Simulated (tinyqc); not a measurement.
# Worked calculation: modulation-doped quantum well, Poisson-Schroedinger loop

Numbers from tinyqc (`OMP_NUM_THREADS=1 python tinyqc.py 2140006 2140007 out.jsonl`; about 0.1 s on one thread of a shared Intel Xeon 2.30GHz). Printed values are rounded.

A well of width L centred at z = 0 between barriers Vb; effective-mass electrons in two equivalent valleys, parabolic bands. The electrons come from donor sheets outside the mesh, a share fL of Ns on the left and the rest on the right, so the structure is neutral. Energies are counted from the band edge of the well, with U = 0 on the first node in the Hartree part.

Parameters, values chosen for the exercise; material values those of a made-up well:
- T = 400 K (temperature)
- md = 0.163 m0 (in-plane mass)
- Vb = 0.235 eV (barrier height)
- eps_r = 12.1 (relative permittivity (all layers))
- L = 2.1 nm (well width)
- hz = 0.21 nm (mesh step)
- Ns = 9.9e11 cm^-2 (sheet density of electrons)
- fL = 0.5 (share of the donors on the left side)
- Fz = 0 kV/cm (applied field along z)
- a = 0.3 (mixing factor)

Constants: q = 1.602176634e-19 C, kB = 1.380649e-23 J/K, hbar = 1.054571817e-34 J s, m0 = 9.1093837015e-31 kg, Vt = kB T/q, eps0 = 8.8541878128e-14 F/cm where lengths are in cm, hbar^2/(2 m0) = 0.0380998212 eV nm^2. Results are converted to the units shown.

Range of the model: The highest level kept or the Fermi level comes near the barrier edge at an end of the mesh, so the hard walls there affect the result.

## Fixed part of the potential

| node | z (nm) |
|---|---|
| 1 | -1.575 |
| 2 | -1.365 |
| 3 | -1.155 |
| 4 | -0.945 |
| 5 | -0.735 |
| 6 | -0.525 |
| 7 | -0.315 |
| 8 | -0.105 |
| 9 | 0.105 |
| 10 | 0.315 |
| 11 | 0.525 |
| 12 | 0.735 |
| 13 | 0.945 |
| 14 | 1.155 |
| 15 | 1.365 |
| 16 | 1.575 |

V0 = 0 in the well and Vb outside, plus q Fz z (1 kV/cm = 1e-4 eV/nm).

| node | fixed potential V0 (eV) |
|---|---|
| 1 | 0.235000 |
| 2 | 0.235000 |
| 3 | 0.235000 |
| 4 | 0.000000 |
| 5 | 0.000000 |
| 6 | 0.000000 |
| 7 | 0.000000 |
| 8 | 0.000000 |
| 9 | 0.000000 |
| 10 | 0.000000 |
| 11 | 0.000000 |
| 12 | 0.000000 |
| 13 | 0.000000 |
| 14 | 0.235000 |
| 15 | 0.235000 |
| 16 | 0.235000 |

## Round 1: levels and probability densities

| node | self-consistent potential U at the start (eV) |
|---|---|
| 1 | 0 |
| 2 | 0 |
| 3 | 0 |
| 4 | 0 |
| 5 | 0 |
| 6 | 0 |
| 7 | 0 |
| 8 | 0 |
| 9 | 0 |
| 10 | 0 |
| 11 | 0 |
| 12 | 0 |
| 13 | 0 |
| 14 | 0 |
| 15 | 0 |
| 16 | 0 |

mass on the intervals 1/2, 3/2, ... (mean of both at an interface) (m0): [1.05, 1.05, 1.05, 0.974, 0.898, 0.898, 0.898, 0.898, 0.898, 0.898, 0.898, 0.898, 0.898, 0.974, 1.05, 1.05, 1.05]

Tridiagonal Hamiltonian with psi = 0 one step beyond both ends: H_ii = C (1/m_(i-1/2) + 1/m_(i+1/2))/hz^2 + V0_i + U_i, H_(i,i+1) = -C/(m_(i+1/2) hz^2), C = hbar^2/(2 m0). The lowest 3 level(s) are kept, normalised to hz sum |psi|^2 = 1.

levels (eV): E1 0.046053, E2 0.179425, E3 0.379350

| node | \|psi\|^2 of E1 (1/nm) | \|psi\|^2 of E2 (1/nm) | \|psi\|^2 of E3 (1/nm) |
|---|---|---|---|
| 1 | 0.004870 | 0.026041 | 0.092501 |
| 2 | 0.024211 | 0.111319 | 0.307939 |
| 3 | 0.076810 | 0.279263 | 0.501761 |
| 4 | 0.201538 | 0.550966 | 0.540810 |
| 5 | 0.343186 | 0.641556 | 0.221242 |
| 6 | 0.482565 | 0.504516 | 0.000395 |
| 7 | 0.593308 | 0.237311 | 0.192256 |
| 8 | 0.654465 | 0.029979 | 0.524049 |
| 9 | 0.654465 | 0.029979 | 0.524049 |
| 10 | 0.593308 | 0.237311 | 0.192256 |
| 11 | 0.482565 | 0.504516 | 0.000395 |
| 12 | 0.343186 | 0.641556 | 0.221242 |
| 13 | 0.201538 | 0.550966 | 0.540810 |
| 14 | 0.076810 | 0.279263 | 0.501761 |
| 15 | 0.024211 | 0.111319 | 0.307939 |
| 16 | 0.004870 | 0.026041 | 0.092501 |

## Round 1: Fermi level and occupations

Level k holds N_k = D_k Vt ln(1 + exp((EF - E_k)/Vt)) with D = 2 md m0 q/(pi hbar^2) per eV (spin included); EF is fixed by sum N_k = Ns.

EF = -0.00477042 eV
N_k (cm^-2): E1 9.67558e11, E2 2.23742e10, E3 6.78955e7

## Round 1: density, output potential and mixing

n_i = sum_k N_k |psi_k|^2 (converted to cm^-3). Hartree part by Gauss: on the interval after node i the enclosed sheet charge is S_i = fL Ns - hz sum_(j<=i) n_j, and U_(i+1) = U_i + q S_i hz/(eps0 eps_r) in eV, U_1 = 0. Mixing: U(new) = U + a (U(out) - U).

| node | n (1e18 cm^-3) | U(out) (1e-3 eV) | U after round 1 (1e-3 eV) |
|---|---|---|---|
| 1 | 0.05301 | 0.00000 | 0.00000 |
| 2 | 0.25938 | 1.55104 | 0.46531 |
| 3 | 0.80600 | 3.08497 | 0.92549 |
| 4 | 2.07364 | 4.56575 | 1.36973 |
| 5 | 3.46421 | 5.90977 | 1.77293 |
| 6 | 4.78198 | 7.02533 | 2.10760 |
| 7 | 5.79383 | 7.82552 | 2.34766 |
| 8 | 6.33939 | 8.24360 | 2.47308 |
| 9 | 6.33939 | 8.24360 | 2.47308 |
| 10 | 5.79383 | 7.82552 | 2.34766 |
| 11 | 4.78198 | 7.02533 | 2.10760 |
| 12 | 3.46421 | 5.90977 | 1.77293 |
| 13 | 2.07364 | 4.56575 | 1.36973 |
| 14 | 0.80600 | 3.08497 | 0.92549 |
| 15 | 0.25938 | 1.55104 | 0.46531 |
| 16 | 0.05301 | 0.00000 | 0.00000 |

## Course of the self-consistent loop

Start from U = 0. Stop when the largest |U(out) - U| is below 1e-7 eV, or after 60 rounds. From round 2 on: Anderson mixing of depth m keeps the last m inputs V and residuals F = V(out) - V(in), fits c by least squares to F = dF c over their successive differences dF, dV, and sets V(new) = V + a F - (dV + a dF) c. Here m = 3.

Course of the iteration:

| round | level E1 (eV) | EF (eV) | largest \|U(out) - U\| (eV) |
|---|---|---|---|
| 1 | 0.0460527 | -0.00477042 | 8.24e-3 |
| 2 | 0.0481501 | -0.00268457 | 5.76e-3 |
| 3 | 0.0530257 | 0.00216342 | 4.54e-6 |
| 4 | 0.0530246 | 0.00216241 | 3.87e-7 |
| 5 | 0.0530249 | 0.00216268 | 5.65e-10 |

Converged in 5 rounds.

## Converged levels, occupations and centroid

| node | converged U (1e-3 eV) |
|---|---|
| 1 | 0.00000 |
| 2 | 1.55089 |
| 3 | 3.08408 |
| 4 | 4.56280 |
| 5 | 5.90265 |
| 6 | 7.01236 |
| 7 | 7.80673 |
| 8 | 8.22117 |
| 9 | 8.22117 |
| 10 | 7.80673 |
| 11 | 7.01236 |
| 12 | 5.90265 |
| 13 | 4.56280 |
| 14 | 3.08408 |
| 15 | 1.55089 |
| 16 | 0.00000 |

Solve for the levels with V0 + U, find EF, n_i = sum_k N_k |psi_k|^2 (in cm^-3); share of each level N_k/Ns; centroid sum n z/sum n.

levels (eV): E1 0.053025, E2 0.184866, E3 0.384223
EF = 0.00216268 eV
shares (%): E1 97.6329, E2 2.3598, E3 0.0073

| node | n (1e18 cm^-3) |
|---|---|
| 1 | 0.05529 |
| 2 | 0.26839 |
| 3 | 0.82586 |
| 4 | 2.10578 |
| 5 | 3.48953 |
| 6 | 4.78154 |
| 7 | 5.76085 |
| 8 | 6.28419 |
| 9 | 6.28419 |
| 10 | 5.76085 |
| 11 | 4.78154 |
| 12 | 3.48953 |
| 13 | 2.10578 |
| 14 | 0.82586 |
| 15 | 0.26839 |
| 16 | 0.05529 |

centroid = 0 nm

With 400 intervals across the well and the same walls, E2 - E1 = 134.3 meV and EF - E1 = -50.80 meV; this mesh gives 131.8 and -50.86 meV.
